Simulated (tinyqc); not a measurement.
Circular transfer-length structure: two steps of the calculation.

A disc contact of radius r0 and a very wide ring contact from r1 = r0 + sp outwards lie on a thin layer; the metal has no resistance and the sheet resistance under the contacts equals Rsh.

Values chosen for this exercise:
```
symbol,value,unit,meaning
Rsh,1200,ohm/sq,sheet resistance of the semiconductor layer
rc,7e-8,ohm cm^2,specific contact resistivity
r0,0.43,um,radius of the inner contact
sp,0.11,um,gap between the contacts
```

Question 1. The three parts of the resistance. Transfer length Lt = sqrt(rc/Rsh). R = (Rsh/2 pi) [(Lt/r0) I0(r0/Lt)/I1(r0/Lt) + ln(r1/r0) + (Lt/r1) K0(r1/Lt)/K1(r1/Lt)] with modified Bessel functions; for r0 >> Lt both ratios tend to 1.

Find: Lt; I0/I1; K0/K1; inner contact; gap; outer contact; R.

Answer 1.

Lt = 0.07638 um
I0/I1 = 1.104
K0/K1 = 0.9359
inner contact = 37.43 ohm
gap = 43.50 ohm
outer contact = 25.28 ohm
R = 106.2 ohm

The contacts make up 59.0 % of R.

Question 2. The large-radius form. Large radius: R = (Rsh/2 pi) [Lt (1/r0 + 1/r1) + ln(r1/r0)], and linearised for sp << r0: Rsh (sp + 2 Lt)/(2 pi r0).

Find: large-radius R; linearised R.

Answer 2.

large-radius R = 104.4 ohm
linearised R = 116.7 ohm

tinyqc, about 0.01 s, one thread, Intel Xeon 2.30GHz (shared host): `OMP_NUM_THREADS=1 python tinyqc.py 2760153 2760154 out.jsonl`
